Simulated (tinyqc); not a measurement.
Raman line shape of confined optical phonons and breathing modes of small crystals: one step, computed by the program tinyqc. Command: `OMP_NUM_THREADS=1 python tinyqc.py 3014062 3014063 out.jsonl confine walk`. One thread of a shared host (Intel(R) Xeon(R) Processor @ 2.30GHz), about 0.02 s of CPU time with the checks.

Confinement in 2 direction(s) lets phonons with q away from zero scatter light. q is in units of 2 pi/a, from 0 to 1, and the branch is isotropic: omega(q)^2 = (omega_0^2 + omega_X^2)/2 + ((omega_0^2 - omega_X^2)/2) cos(pi q). The model and its constant beta are phenomenological; beta = 8 is the common choice.

Task: Intensity at one frequency. Weight W(q) = q^1 exp(-(2 L q/a)^2/(2 beta)) dq, that is exp(-k^2 L^2/(2 beta pi^2)) for k = 2 pi q/a. I(omega) = int W(q) / [(omega - omega(q))^2 + (Gamma_0/2)^2] dq / int W dq x (Gamma_0/2)^2, by 400 Gauss-Legendre points on 0 < q < min(1, 2.5 a sqrt(2 beta)/L). Bulk Lorentzian 1/(1 + (2 offset/Gamma)^2); mean shift = weighted mean of omega(q) less the bulk frequency.

Inputs (values chosen for the exercise, modelled on silicon): bulk frequency omega_0 = 520.5 1/cm; frequency at the zone boundary omega_X = 400 1/cm; natural width Gamma_0 = 2.9 1/cm; lattice constant a = 5.431 angstrom; size L = 2.9 nm; confinement constant beta = 4; probe offset omega - omega_0 = -7.3 1/cm.

Shape: wire.

Give: I at the probe offset; bulk Lorentzian there; mean shift, from the weights.

Result:

I at the probe offset = 0.15460

bulk Lorentzian there = 0.037956

mean shift, from the weights = -16.963 1/cm
